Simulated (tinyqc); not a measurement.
sp3s* tight binding: one step. The Hamiltonian without spin-orbit coupling.

sp3s* tight binding, nearest neighbours only: anion (a) at 0, cation (c) at a/4 (1,1,1), orbitals s, px, py, pz, s* on each; k in units of 2 pi/a. With phases e_j = exp(i (pi/2) k.n_j) for n = (1,1,1), (1,-1,-1), (-1,1,-1), (-1,-1,1): g0 = (e1+e2+e3+e4)/4, g1 = (e1+e2-e3-e4)/4, g2 = (e1-e2+e3-e4)/4, g3 = (e1-e2-e3+e4)/4. The diagonal holds the levels Esa, Epa, Exa (s*) and Esc, Epc, Exc. Anion-cation block: <sa|sc> = Vss g0; <sa|xc> = Vsapc g1; <xa|sc> = -Vscpa g1; <xa|xc> = Vxx g0; <xa|yc> = <ya|xc> = Vxy g3, <xa|zc> = <za|xc> = Vxy g2, <ya|zc> = <za|yc> = Vxy g1; <s*a|xc> = Vxapc g1; <xa|s*c> = -Vpaxc g1; y and z take g2 and g3 in place of g1; s-s* and s*-s* vanish.

Values chosen for the exercise (near a published set for InP, fitted to gaps, whose masses and valley positions are rough; spin-orbit coupling, where it is added without a refit, lifts the valence top and shrinks all gaps by about a third of the splitting; the results hold for these values, not for the real material):
```
symbol  value   unit  meaning
Esa     -8.492  eV    s level of the anion
Epa     0.863   eV    p level of the anion
Esc     -1.486  eV    s level of the cation
Epc     4.053   eV    p level of the cation
Exa     8.271   eV    s* level of the anion
Exc     6.962   eV    s* level of the cation
Vss     -5.351  eV    s-s
Vxx     1.888   eV    px-px
Vxy     4.212   eV    px-py
Vsapc   2.221   eV    s anion, p cation
Vscpa   5.569   eV    s cation, p anion
Vxapc   3.48    eV    s* anion, p cation
Vpaxc   4.521   eV    p anion, s* cation
```

g0, g1, g2, g3: 0.6074785-0.0658859i  -0.0849396+0.4712086i  -0.0822391+0.4866821i  -0.3775093+0.1060220i

Task: Fill in the 10 x 10 matrix.

Give: H(k).

Result:

H(k) (eV):
```
                  sa               xa               ya               za              s*a               sc
sa           -8.4920                0                0                0                0  -3.2506+0.3526i
xa                 0           0.8630                0                0                0   0.4730-2.6242i
ya                 0                0           0.8630                0                0   0.4580-2.7103i
za                 0                0                0           0.8630                0   2.1023-0.5904i
s*a                0                0                0                0           8.2710                0
sc   -3.2506-0.3526i   0.4730+2.6242i   0.4580+2.7103i   2.1023+0.5904i                0          -1.4860
xc   -0.1887-1.0466i   1.1469+0.1244i  -1.5901-0.4466i  -0.3464-2.0499i  -0.2956-1.6398i                0
yc   -0.1827-1.0809i  -1.5901-0.4466i   1.1469+0.1244i  -0.3578-1.9847i  -0.2862-1.6937i                0
zc   -0.8384-0.2355i  -0.3464-2.0499i  -0.3578-1.9847i   1.1469+0.1244i  -1.3137-0.3690i                0
s*c                0   0.3840+2.1303i   0.3718+2.2003i   1.7067+0.4793i                0                0

                  xc               yc               zc             s*c
sa   -0.1887+1.0466i  -0.1827+1.0809i  -0.8384+0.2355i               0
xa    1.1469-0.1244i  -1.5901+0.4466i  -0.3464+2.0499i  0.3840-2.1303i
ya   -1.5901+0.4466i   1.1469-0.1244i  -0.3578+1.9847i  0.3718-2.2003i
za   -0.3464+2.0499i  -0.3578+1.9847i   1.1469-0.1244i  1.7067-0.4793i
s*a  -0.2956+1.6398i  -0.2862+1.6937i  -1.3137+0.3690i               0
sc                 0                0                0               0
xc            4.0530                0                0               0
yc                 0           4.0530                0               0
zc                 0                0           4.0530               0
s*c                0                0                0          6.9620
```

tinyqc: `OMP_NUM_THREADS=1 python tinyqc.py 1481102 1481103 out.jsonl`; about 0.1 s, one thread, shared Intel(R) Xeon(R) Processor @ 2.30GHz.
